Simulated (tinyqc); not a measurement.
Resistance of a source-drain extension with a graded tip: one step of the calculation.

y runs along the channel, the gate covers y > 0. The doping is N0 for y < y0 and N0 10^(-(y - y0)/la) beyond, uniform over the depth xj. Sheet conductance s(y) = q mu(N) max(N - Nch, 0) xj + (for y > 0) ma Cox Vo, with mu(N) = u0 + (u1 - u0)/(1 + (N/Nr)^au) and Cox = eps0 eox/tox. Current is taken as one-dimensional; depletion of the tip, spreading and the contact are left out. The metallurgical junction lies at yj, where N = Nch.

Question. Sheet resistances and junction position. yj = y0 + la log10(N0/Nch); sheet resistance of the full extension 1/[q mu(N0)(N0 - Nch) xj] and of the gate-induced layer 1/(ma Cox Vo); metallurgical length Lg - 2 yj; ye is where the doped and the gate-induced conductances are equal.

Inputs (values chosen for the exercise); mobility law close to that of electrons in silicon: relative permittivity of the gate insulator (close to silicon dioxide) eox = 3.9; insulator thickness tox = 1.7 nm; active doping of the extension far from the gate N0 = 2.1e20 cm^-3; lateral abruptness la = 2.2 nm/decade; position under the gate where the fall begins (gate edge at 0) y0 = 1.1 nm; depth of the extension xj = 16 nm; channel doping Nch = 1.6e18 cm^-3; gate overdrive Vo = 0.89 V; mobility of the gate-induced layer ma = 210 cm^2/(V s); mobility at low doping u1 = 1414 cm^2/(V s); mobility at high doping u0 = 68.5 cm^2/(V s); reference doping Nr = 9.2e16 cm^-3; exponent au = 0.711; gate length Lg = 90 nm.

Constants: q = 1.602176634e-19 C, eps0 = 8.8541878128e-14 F/cm where lengths are in cm. Results are converted to the units shown.

Give: yj; sheet resistance of the extension; sheet resistance of the induced layer; metallurgical length; ye; N at ye.

Answer.

yj = 5.7598 nm
sheet resistance of the extension = 253.00 ohm/square
sheet resistance of the induced layer = 2634.1 ohm/square
metallurgical length = 78.480 nm
ye = 3.5509 nm
N at ye = 1.6150e19 cm^-3

The gate takes over 2.21 nm before the junction, where N is still 10.1 times the channel doping.

tinyqc, about 0.03 s, one thread, Intel Xeon 2.30GHz (shared host): `OMP_NUM_THREADS=1 python tinyqc.py 2282282 2282283 out.jsonl`
